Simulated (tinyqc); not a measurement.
One-sided p+-n junction, ionisation integral and breakdown: one step of the calculation.

A p+ layer at x < 0 and an n drift layer from x = 0. Depletion approximation, built-in voltage neglected. Local ionisation coefficients alpha_n = an exp(-(bn/E)^mx), alpha_p = ap exp(-(bp/E)^mx). Electrons move towards +x, holes towards x = 0.

Task. Field and ionisation coefficients on a grid. W = sqrt(2 eps0 eps_r V/(q N)), peak field E0 = q N W/(eps0 eps_r), falling linearly to 0 at W. Grid: 13 equal steps from 0 to fr W.

Inputs (values chosen for the exercise); material values close to those of silicon: relative permittivity eps_r = 11.8; prefactor of the electron ionisation coefficient an = 6.71e5 1/cm; field constant for electrons bn = 1.21e6 V/cm; prefactor of the hole ionisation coefficient ap = 1.67e6 1/cm; field constant for holes bp = 2.1e6 V/cm; exponent mx = 1; donor density of the drift layer N = 2.2e15 cm^-3; reverse voltage V = 94.9 V; share of the depleted width that the grid covers fr = 0.5.

Constants: q = 1.602176634e-19 C, eps0 = 8.8541878128e-14 F/cm where lengths are in cm. Results are converted to the units shown.

Wanted: W; x; E; alpha_n; alpha_p.

Result.

W = 7.501 um

```
point  x (um)  E (kV/cm)  alpha_n (1/cm)  alpha_p (1/cm)
0       0.000      253.0            5624           415.5
1       0.288      243.3            4645           298.1
2       0.577      233.6            3776           208.1
3       0.865      223.8            3014           140.7
4       1.154      214.1            2358           91.89
5       1.442      204.4            1801           57.60
6       1.731      194.7            1340           34.46
7       2.019      184.9           965.9           19.53
8       2.308      175.2           671.5           10.39
9       2.596      165.5           447.3           5.134
10      2.885      155.7           283.2           2.322
11      3.173      146.0           168.7          0.9452
12      3.462      136.3           93.33          0.3383
13      3.750      126.5           47.14          0.1034
```

Numbers from tinyqc (`OMP_NUM_THREADS=1 python tinyqc.py 2120001 2120002 out.jsonl`; about 0.04 s on one thread of a shared Intel Xeon 2.30GHz).
